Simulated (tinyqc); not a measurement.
# Worked calculation: thin film between two gates, subbands and threshold shift from confinement

tinyqc, about 0.06 s, one thread, Intel Xeon 2.30GHz (shared host): `OMP_NUM_THREADS=1 python tinyqc.py 2350091 2350092 out.jsonl` Printed values are rounded.

Undoped body with a flat potential across it, hard walls, transport along x. Three valley pairs (g = 2 each) with the longitudinal mass along x, y or z. Non-parabolicity enters the subband edges through E (1 + al E) = gamma, so E = 2 gamma/(1 + sqrt(1 + 4 al gamma)); motion within a subband is taken as parabolic with the band-edge mass. Energies are counted from the bulk band edge.

Values chosen for this exercise; masses close to those of silicon:
```
symbol  value  unit                                                meaning
T         300     K                                            temperature
ml      0.918    m0                                      longitudinal mass
mt      0.191    m0                                        transverse mass
al        0.5  1/eV                                       non-parabolicity
t         8.5    nm                               film thickness (along z)
dl        0.3    nm  widening of the box by penetration into the insulator
```

Constants: q = 1.602176634e-19 C, kB = 1.380649e-23 J/K, hbar = 1.054571817e-34 J s, m0 = 9.1093837015e-31 kg, Vt = kB T/q, hbar^2/(2 m0) = 0.0380998212 eV nm^2. Results are converted to the units shown.

## Lowest subbands

gamma = C (pi k/(t + dl))^2/mz, C = hbar^2/(2 m0). List the 6 lowest, labelled by valley axis and quantum numbers, with degeneracy g and N_k: N_k = g sqrt(mx my) m0 kB T/(pi hbar^2).

| subband | E_k (eV) | g | N_k (cm^-2) |
|---|---|---|---|
| z1 | 0.00527558 | 2 | 4.12529e12 |
| z2 | 0.0209388 | 2 | 4.12529e12 |
| x1 | 0.0251076 | 2 | 9.04398e12 |
| y1 | 0.0251076 | 2 | 9.04398e12 |
| z3 | 0.0465233 | 2 | 4.12529e12 |
| z4 | 0.0813251 | 2 | 4.12529e12 |

## Threshold shift

Each subband has N_k = g sqrt(mx my) m0 kB T/(pi hbar^2); without degeneracy n = exp(EF/Vt) sum N_k exp(-E_k/Vt). Classical value Nc times t, Nc = sum over valleys of 2 g (m m0 kB T/(2 pi hbar^2))^1.5 with m = (mx my mz)^(1/3). Threshold shift dVT = Vt ln(classical value/sum N_k exp(-E_k/Vt)). Use the subbands listed.

| subband | shares (%) |
|---|---|
| z1 | 26.0611 |
| z2 | 14.2188 |
| x1 | 26.5298 |
| y1 | 26.5298 |
| z3 | 5.2852 |
| z4 | 1.3754 |

sum N_k exp(-E_k/Vt) = 1.29073e13 cm^-2
Nc = 2.75536e19 cm^-3
classical value = 2.34205e13 cm^-2
dVT = 15.4031 mV

With all subbands dVT = 14.48 mV. The lowest edge lies at 5.28 meV; dVT is larger than that, since sum N_k exp(-(E_k - E_1)/Vt) falls short of the classical value.
